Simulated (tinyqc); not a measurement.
Donors on two lattice sites with valley-orbit split states: sweeps and comparisons. A value that a table varies takes the place of the one given here.

Each donor binds at most one electron, in any of its states. For a site s, W_s = sum over its states of g exp(E/kT), and the ionised share is 1/(1 + W_s exp(eta)), eta = (EF - Ec)/kT; n = Nc F_1/2(eta); neutrality n + NA = ND x (mean ionised share, the two sites in equal numbers); holes are neglected. Nc from N = 2 (m kB T/(4 pi c))^(3/2) with c = hbar^2/2m0, in 1/angstrom^3; times 1e24 for 1/cm^3, m = md. F_j(eta) = (1/Gamma(j + 1)) integral_0^infinity x^j dx/(1 + exp(x - eta)), which tends to exp(eta) for eta << 0.

Mobility (Caughey-Thomas form): mu = mu0 + (mu1 (T/300)^(-ga) - mu0)/(1 + ((ND + NA)/Nr)^de); rho = 1/(e n mu), e = 1.602176634e-19 C.

Constants: hbar^2/2m0 = 3.80998211 eV angstrom^2; kB = 8.617333262e-05 eV/K.

Values chosen for the exercise (near those of nitrogen in 4H-SiC; not measured data):
- md = 0.802 m0 (density-of-states mass of the conduction band)
- E = (64, 56.7, 133.1, 90.9) meV (binding energies of h ground, h excited, k ground, k excited)
- g = (2, 4, 2, 4) (their degeneracies with spin)
- ND = 6.7e+18 1/cm^3 (donors, half on each site)
- NA = 7.5e+17 1/cm^3 (compensating acceptors, all ionised)
- T = 300 K
- mu0 = 41 cm^2/(V s) (mobility at heavy doping)
- mu1 = 992 cm^2/(V s) (mobility at light doping and 300 K)
- Nr = 1.7e+17 1/cm^3 (reference doping)
- de = 0.61 (doping exponent)
- ga = 2.4 (temperature exponent)

## What the excited states change

The last columns keep only the ground state of each site (g = 2).

Results:
```
T (K)  effective degeneracy, h site     eta  n (1/cm^3)  n, ground states only  ratio
40                             2.48  -18.23    1.06e+10               1.31e+10  0.806
60                             2.97  -12.23    7.91e+12               1.18e+13  0.672
80                             3.39   -9.26    2.36e+14               4.00e+14  0.591
110                            3.85   -6.86    4.19e+15               8.00e+15  0.523
150                            4.27   -5.20    3.50e+16               6.99e+16  0.500
200                            4.62   -4.18    1.50e+17               2.78e+17  0.538
250                            4.85   -3.68    3.43e+17               5.80e+17  0.591
300                            5.02   -3.42    5.84e+17               9.23e+17  0.633
400                            5.24   -3.19    1.12e+18               1.64e+18  0.686
500                            5.38   -3.13    1.67e+18               2.33e+18  0.715
```

The effective degeneracy grows from 2.48 to 5.38. Excited states hold electrons back, so the ratio is never above 1; it is lowest, 0.500, at 150 K of those listed, and 0.633 at 300 K. At low T the excited states empty out, and at high T more donors are ionised (n is 28 % of ND - NA in the last row), so the effect is largest in between.

## Ionisation and resistivity against doping

NA = 0.

Results:
```
ND (1/cm^3)  n (1/cm^3)   n/ND  mu (cm^2/(V s))  rho (ohm cm)  rho at full ionisation
1.0e+14        9.99e+13  0.999              982          63.7                    63.6
1.0e+15        9.86e+14  0.986              952          6.65                    6.55
1.0e+16        8.90e+15  0.890              849         0.826                   0.736
3.0e+16        2.32e+16  0.774              747         0.360                   0.279
1.0e+17        6.07e+16  0.607              593         0.173                   0.105
3.0e+17        1.36e+17  0.453              435         0.106                  0.0478
1.0e+18        3.04e+17  0.304              282        0.0729                  0.0221
2.0e+18        4.66e+17  0.233              214        0.0627                  0.0146
```

From 1e16 to 1e18 1/cm^3 rho falls by a factor 11.3, not 100: the mobility takes a factor 3.01 and incomplete ionisation 2.93. n/ND is below 0.9 from 1e+16 1/cm^3 on. Near 1e19 1/cm^3 and above the levels merge with the band, and already below that screening lowers the binding energy, so the last rows understate n.

## Compensation sets the slope of the freeze-out

NA = K ND. The slope energy is -d ln(n T^(-p))/d(1/kT) between 50 and 60 K, with p = 3/4 for K = 0 and p = 3/2 otherwise.

Results:
```
K       n(50 K) (1/cm^3)  n(60 K) (1/cm^3)  slope energy (meV)
0               7.29e+14          2.76e+15               30.90
0.0010          7.83e+13          9.91e+14               58.55
0.010           7.78e+12          1.12e+14               61.79
0.050           1.43e+12          2.05e+13               61.83
0.20            2.38e+11          3.42e+12               61.83
0.50            6.11e+07          3.48e+09               97.46
```

Without acceptors the slope is 30.90 meV, against half the h-site ground-state energy, 32.00; with K = 0.05 it is 61.83 meV, against the full 64. The full energy (less a few meV where excited levels lie within a few kT) shows where n is far below NA, since the acceptors then hold EF near the donor level: n(60 K)/NA is 0.15 for K = 0.001 and 6.1e-05 for K = 0.05; where it is not small, the slope falls short of the full energy. At K = 0.5 the acceptors have taken as many electrons as there are h sites, EF sits between the two levels, and the slope is 97.5 meV against their mean of 98.5.

## What moves the carrier density

All results formed anew. Each row changes one parameter from the base and keeps the others.

Results:
```
case                                eta  n (1/cm^3)  rho (ohm cm)
base                             -3.418   5.842e+17       0.08400
E = (69, 56.7, 133.1, 90.9) meV  -3.458   5.613e+17       0.08743
md = 0.882 m0                    -3.474   6.374e+17       0.07699
ND = 1.34e+19 1/cm^3             -2.864   1.008e+18       0.06126
NA = 1.42e+18 1/cm^3             -3.867   3.743e+17        0.1354
T = 330 K                        -3.321   7.416e+17       0.07735
Nr = 3.4e+17 1/cm^3              -3.418   5.842e+17       0.06415
```

The largest shifts from the base row, up to three for each result and ties (the steps differ in size, so this ranks the rows, not the parameters). eta: ND +0.554, NA -0.449, T +0.097; unchanged at the printed digits by Nr. n (1/cm^3): ND +4.24e+17, NA -2.10e+17, T +1.57e+17; unchanged at the printed digits by Nr. rho (ohm cm): NA +0.0514, ND -0.0227, Nr -0.0199.

Run: tinyqc, `OMP_NUM_THREADS=1 python tinyqc.py 1652303 1652304 out.jsonl`; Intel(R) Xeon(R) Processor @ 2.30GHz, one thread, shared host; about 0.01 s of CPU time with all checks.
